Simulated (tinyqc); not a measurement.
Worked calculation: G0W0 on RHF in the sto-6g basis, for H3+, spin multiplicity 1. One step of it, computed by the program tinyqc.

Task: Orthogonalisation. S = U s U^T; canonical form X = U s^(-1/2), so that X^T S X = 1. Each column of U has its largest component positive (the first on a tie).

overlap S:
```
          1H 1s     2H 1s     3H 1s
1H 1s  1.000000  0.651891  0.651888
2H 1s  0.651891  1.000000  0.600297
3H 1s  0.651888  0.600297  1.000000
```

Give: eigenvalues of S; X.

Result:

eigenvalues of S: 0.3306  0.3997  2.2697

X:
```
             1        2       3
1H 1s   1.4073   0.0000  0.3900
2H 1s  -0.7226  -1.1184  0.3798
3H 1s  -0.7225   1.1185  0.3798
```
